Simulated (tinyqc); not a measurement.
Worked calculation: X-ray photoelectron analysis of a thin oxide on a semiconductor: attenuation lengths, thickness, angle series and band offsets. Computed by tinyqc, a small Python program that keeps every step. Command: `OMP_NUM_THREADS=1 python tinyqc.py 3113932 3113933 out.jsonl xps walk`. One thread of a shared host (Intel(R) Xeon(R) Processor @ 2.30GHz), about 0.01 s of CPU time with the checks. Intermediate numbers are printed to about 7 digits and carried at full precision; extremes and crossings named in words are read from the listed rows.

The same element is seen in the oxide and in the substrate, at nearly the same kinetic energy; films are flat and uniform, and the work function is ignored.

Inputs (values chosen for the exercise, modelled on SiO2 on silicon):

| quantity | value | unit |
|---|---|---|
| photon energy | 1486.6 | eV |
| binding energy of the core level | 99.4 | eV |
| oxide density | 2.25 | g/cm^3 |
| oxide formula mass | 60.08 | g/mol |
| valence electrons per oxide formula | 16 | - |
| oxide gap | 8.88 | eV |
| substrate density | 2.33 | g/cm^3 |
| substrate formula mass | 28.09 | g/mol |
| valence electrons per substrate formula | 4 | - |
| substrate gap | 1.12 | eV |
| oxide thickness d | 1 | nm |
| emission angle from the normal | 60 | degrees |
| attenuation length over inelastic mean free path | 0.91 | - |
| carbon overlayer | 0.5 | nm |
| counts in the two peaks together | 500000 | - |
| valence band offset used to make the data | 4.53 | eV |
| core level less valence band top, substrate | 98.82 | eV |
| core level less valence band top, thick oxide | 98.27 | eV |
| field in the oxide | 0.48 | MV/cm |

## Inelastic mean free paths

TPP-2M: lambda = E/(E_p^2 [b ln(c E) - C/E + D/E^2]) in angstrom, E_p = 28.8 sqrt(N_v rho/M), b = -0.10 + 0.944/sqrt(E_p^2 + E_g^2) + 0.069 rho^0.1, c = 0.191/sqrt(rho), U = N_v rho/M, C = 1.97 - 0.91 U, D = 53.4 - 20.8 U, with E = photon energy less binding energy in eV. Attenuation length L = factor x lambda.

kinetic energy E = 1387.2 eV

Terms:

| layer | E_p (eV) | b | c | lambda (nm) |
|---|---|---|---|---|
| oxide | 22.29353 | 0.01416681 | 0.1273333 | 3.860782 |
| substrate | 16.58917 | 0.03186580 | 0.1251283 | 3.089761 |

L in the oxide = 3.513312 nm

L in the substrate = 2.811682 nm

## Peak ratio

R_0 = (rho_o/M_o) L_o/((rho_s/M_s) L_s); peak ratio R = I_ox/I_sub = R_0 [exp(d/(L_o cos theta)) - 1]; hence d = L_o cos theta ln(1 + R/R_0). A carbon layer weakens both peaks alike, by exp(-d_C/(L_o cos theta)) if its L is taken equal to L_o. This R_0 leaves out intrinsic losses from the substrate peak, so calibrated values can be larger.

R_0 = 0.5641556

d/(L_o cos theta) = 0.5692635

ratio R = 0.4326876

oxide share of the counts = 0.3020112

attenuation by carbon = 0.7522912

depth 3 L_o cos theta = 5.269968 nm

Caution: beyond about 60 degrees elastic scattering and roughness make a single attenuation length unreliable.

## Error budget of the thickness

With x = d/(L_o cos theta): d ln d/d ln R = (1 - exp(-x))/x = -d ln d/d ln R_0; counting error of R = 1/sqrt(N f (1 - f)), f the oxide share, which times the sensitivity gives that of d; an angle error adds tan(theta) d theta; d is proportional to L_o at fixed R_0. Assumed errors: 5 % in R_0, 1 degree, 5 % in L_o.

sensitivity to R = 0.7624903

counting error of d = 0.2348625 %

R_0 = 3.812452 %

angle = 3.022999 %

L_o = 5 %

The attenuation length is the largest of these terms.

## Angle series: uniform film or islands?

Islands: half of the surface carries 2 d and half none, R = R_0 (1/2)(1 - t)/(1/2 + t/2) with t = exp(-2 d/(L_o cos theta)); the apparent thickness is read with the uniform formula.

Against the angle:

| theta (degrees) | R, uniform | R, islands | apparent d, islands (nm) |
|---|---|---|---|
| 0 | 0.185761 | 0.1563763 | 0.8595652 |
| 20 | 0.199585 | 0.1658409 | 0.8508113 |
| 35 | 0.234397 | 0.1885018 | 0.8296518 |
| 45 | 0.279598 | 0.2155704 | 0.8039463 |
| 55 | 0.362489 | 0.2590350 | 0.7614409 |
| 65 | 0.542199 | 0.3313144 | 0.6860005 |
| 75 | 1.130208 | 0.4515518 | 0.5346850 |

A uniform film gives d = 1 nm at every angle. The island film of the same volume reads 0.860 nm at normal emission and 0.535 nm at 75 degrees; its ratio cannot pass R_0, since the bare half always shows the substrate.

## Band offsets by core levels

Valence band offset = (E_core - E_v)(substrate) - (E_core - E_v)(oxide) + (core level separation at the interface, oxide less substrate). The separation is made here from the given offset; a uniform field F that raises the binding energy towards the surface shifts the oxide peak by e F <z>, <z> = d/(1 - exp(-x)) - d/x, x = d/(L_o cos theta), being the mean distance from the interface. Conduction band offset = oxide gap - substrate gap - valence band offset.

separation without field = 3.98 eV

<z> = 0.5471844 nm

separation with field = 4.006265 eV

apparent valence band offset = 4.556265 eV

true conduction band offset = 3.23 eV

apparent conduction band offset = 3.203735 eV

The field biases both offsets by 0.026 eV, in opposite directions.

Checks made by the program: thickness recovered (relative difference below 1e-10).
